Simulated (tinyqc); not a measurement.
Finnis-Sinclair potential for a bcc metal: fit to cohesion and elasticity, then vacancy, surfaces and structure: one step, computed by the program tinyqc. Command: `OMP_NUM_THREADS=1 python tinyqc.py 3114345 3114346 out.jsonl fsfit walk`. One thread of a shared host (Intel(R) Xeon(R) Processor @ 2.30GHz), about 0.01 s of CPU time with the checks.

E = (1/2) sum V(r) - A sqrt(rho), rho = sum phi(r), phi = (r - d)^2 for r < d, V = (r - c)^2 (c0 + c1 r + c2 r^2) for r < c. In bcc the 8 first neighbours lie at sqrt(3) a/2 and the 6 second at a; both cut-offs lie below the third shell; Omega = a^3/2; E is per atom and z the number of atoms in a shell. The four constants A, c0, c1, c2 are fitted to E_c, zero pressure, B and C12 - C44 alone, so C44 and C11 - C12 are not matched singly; defects are unrelaxed.

Question. Unrelaxed vacancy. E_v = -A sum_shells z [sqrt(rho - phi(r)) - sqrt(rho)] - (1/2) sum z V(r): the neighbours lose one bond each, and the atom is put back in the bulk.

Inputs (values chosen for the exercise, modelled on molybdenum):
```
quantity             value      unit
lattice constant a   3.147  angstrom
cohesive energy E_c   6.73        eV
density cut-off d/a  1.312         -
pair cut-off c/a     1.024         -
```

c0, c1, c2 (eV/angstrom^2, eV/angstrom^3, eV/angstrom^4): 30.36097  -21.98005  4.19995

A = 1.812336 eV/angstrom

rho = 21.54244 angstrom^2

Give: V at the two shells; phi at the two shells; vacancy energy E_v; E_v/E_c.

Answer.

V at the two shells (eV): 0.4085  0.0159

phi at the two shells (angstrom^2): 1.970  0.964

vacancy energy E_v = 2.611 eV

E_v/E_c = 0.3879

A pair potential would give E_v = E_c; the square root lowers the ratio to 0.39.
